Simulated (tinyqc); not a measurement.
Random telegraph noise from one oxide trap in a small MOSFET: one step of the calculation.

An acceptor-like trap exchanges electrons with the channel. Inversion charge Q = Cox u, u = n Vt W0(exp((Vg - VT)/(n Vt))), W0 the Lambert function, n = nf, Cox = eps0 eox/tox; linear regime Id = (W/L) mu Q Vd. Relative to threshold the surface potential rises by Vt ln(u/u0) and the oxide voltage by the rest of Vg - VT, with u0 = n Vt W0(1).

Question. Lorentzian spectrum. Spectrum S(f) = 4 dI^2/{(tc + te)[(1/tc + 1/te)^2 + (2 pi f)^2]}; corner fc = (1/tc + 1/te)/(2 pi); variance dI^2 tc te/(tc + te)^2. Give S at f = 0, at fc and at 10 fc.

tc = 60.591862 s
te = 12.168040 s
dI = 26.130028 nA

Give: fc; S(0); S(fc); S(10 fc); rms current.

Answer.

fc = 0.015706 Hz
S(0) = 3.8542e-15 A^2/Hz
S(fc) = 1.9271e-15 A^2/Hz
S(10 fc) = 3.8160e-17 A^2/Hz
rms current = 9.7514 nA

The rms value is 0.373 of the step; it reaches its largest share, 1/2, when tc = te.

Range of the model: VT is taken as given; short-channel effects and the uneven flow of current among few electrons are left out.

Computed by the program tinyqc: `OMP_NUM_THREADS=1 python tinyqc.py 2710088 2710089 out.jsonl`, one thread of a shared Intel Xeon 2.30GHz, about 0.01 s for the whole run.
